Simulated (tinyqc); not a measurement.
Worked calculation: FCI on RHF in the sto-3g basis, for H3-, spin multiplicity 1. The basis has no diffuse functions, so it cannot describe the extra electron: this is an exercise in the method, not the real anion. One step of it, computed by the program tinyqc.

Problem. FCI: roots. Diagonalise (each vector has its largest component positive (the first on a tie)); all determinants have Ms = 0, so triplets appear too. The lowest singlet root is the correlation energy.

Occupation strings over the orbitals (2 doubly, a alpha, b beta, 0 empty; spin orbitals ordered 1a 1b 2a 2b ...): 220 2ab a2b 2ba b2a 202 ab2 ba2 022

H - E(HF) between determinants (hartree):
```
,220,2ab,a2b,2ba,b2a,202,ab2,ba2,022
220,0.000000,0.000000,0.000000,0.000000,0.000000,0.150063,0.000000,0.000000,0.145687
2ab,0.000000,0.360345,0.000000,-0.150063,0.000000,0.000000,-0.147372,0.146307,0.000000
a2b,0.000000,0.000000,0.563401,0.000000,-0.145687,0.147372,0.000000,0.000000,0.012838
2ba,0.000000,-0.150063,0.000000,0.360345,0.000000,0.000000,0.146307,-0.147372,0.000000
b2a,0.000000,0.000000,-0.145687,0.000000,0.563401,-0.147372,0.000000,0.000000,-0.012838
202,0.150063,0.000000,0.147372,0.000000,-0.147372,0.877895,0.000000,0.000000,0.160403
ab2,0.000000,-0.147372,0.000000,0.146307,0.000000,0.000000,0.952049,-0.160403,0.000000
ba2,0.000000,0.146307,0.000000,-0.147372,0.000000,0.000000,-0.160403,0.952049,0.000000
022,0.145687,0.000000,0.012838,0.000000,-0.012838,0.160403,0.000000,0.000000,1.151124
```

Give: lowest roots of this matrix, relative to E(HF); lowest vectors; <S^2> of these roots; weight of the ground state by excitation level 0, 1, 2, ....

Solution.

lowest roots of this matrix, relative to E(HF) (hartree): -0.038  0.210  0.391  0.418  0.566  0.792  0.932  1.232

lowest vectors:
```
,root 1,root 2,root 3,root 4
220,0.982,0.000,0.000,0.000
2ab,0.000,0.707,0.655,0.000
a2b,0.032,0.000,0.000,0.707
2ba,0.000,0.707,-0.655,0.000
b2a,-0.032,0.000,0.000,0.707
202,-0.154,0.000,0.000,0.000
ab2,0.000,0.001,0.267,0.000
ba2,0.000,0.001,-0.267,0.000
022,-0.100,0.000,0.000,0.000
```

<S^2> of these roots: 0.000  2.000  0.000  2.000  0.000  2.000  0.000  0.000

weight of the ground state by excitation level 0, 1, 2, ...: 0.964  0.002  0.034
